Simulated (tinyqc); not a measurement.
One-sided p+-n junction, ionisation integral and breakdown: one step of the calculation.

A p+ layer at x < 0 and an n drift layer from x = 0. Depletion approximation, built-in voltage neglected. Local ionisation coefficients alpha_n = an exp(-(bn/E)^mx), alpha_p = ap exp(-(bp/E)^mx). Electrons move towards +x, holes towards x = 0.

Question. Field and ionisation coefficients on a grid. W = sqrt(2 eps0 eps_r V/(q N)), peak field E0 = q N W/(eps0 eps_r), falling linearly to 0 at W. Grid: 14 equal steps from 0 to fr W.

Inputs (values chosen for the exercise); material values close to those of silicon: relative permittivity eps_r = 11.8; prefactor of the electron ionisation coefficient an = 6.57e5 1/cm; field constant for electrons bn = 1.29e6 V/cm; prefactor of the hole ionisation coefficient ap = 1.57e6 1/cm; field constant for holes bp = 2e6 V/cm; exponent mx = 1; donor density of the drift layer N = 1.4e14 cm^-3; reverse voltage V = 807 V; share of the depleted width that the grid covers fr = 0.5.

Constants: q = 1.602176634e-19 C, eps0 = 8.8541878128e-14 F/cm where lengths are in cm. Results are converted to the units shown.

Give: W; x; E; alpha_n; alpha_p.

Answer.

W = 86.706 um

```
point  x (um)  E (kV/cm)  alpha_n (1/cm)  alpha_p (1/cm)
0       0.000     186.15          642.54          33.865
1       3.097     179.50          497.08          22.747
2       6.193     172.85          377.04          14.819
3       9.290     166.20          279.73          9.3285
4      12.387     159.55          202.44          5.6501
5      15.483     152.91          142.44          3.2762
6      18.580     146.26          97.069          1.8079
7      21.676     139.61          63.779         0.94268
8      24.773     132.96          40.182         0.46056
9      27.870     126.31          24.114         0.20867
10     30.966     119.67          13.673        0.086585
11     34.063     113.02          7.2522        0.032395
12     37.160     106.37          3.5534        0.010719
13     40.256     99.722          1.5831       0.0030602
14     43.353     93.073         0.62839       7.3047e-4
```

Computed by the program tinyqc: `OMP_NUM_THREADS=1 python tinyqc.py 2120017 2120018 out.jsonl`, one thread of a shared Intel Xeon 2.30GHz, about 0.06 s for the whole run.
